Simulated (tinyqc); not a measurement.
# Core-level spacing from the offsets

Problem. For an overlayer B on a substrate A, dEv = (iB - iA) - (cB - vB) + (cA - vA) in binding energies, and dEc + dEv = EgB - EgA. Find dEv and the spacing iB - iA that a thin film must show.

Inputs (values chosen for the exercise): gap of the substrate A EgA = 0.74 eV; gap of the overlayer B EgB = 5.21 eV.

dEc = 2.0361847 eV
cA - vA = 38.173815 eV
cB - vB = 14.66 eV

Answer. The gaps give dEv, and the Kraut relation is solved for the spacing.

dEv = 2.4338 eV
iB - iA = -21.080 eV

tinyqc, about 0.01 s, one thread, Intel Xeon 2.30GHz (shared host): `OMP_NUM_THREADS=1 python tinyqc.py 2410046 2410047 out.jsonl`
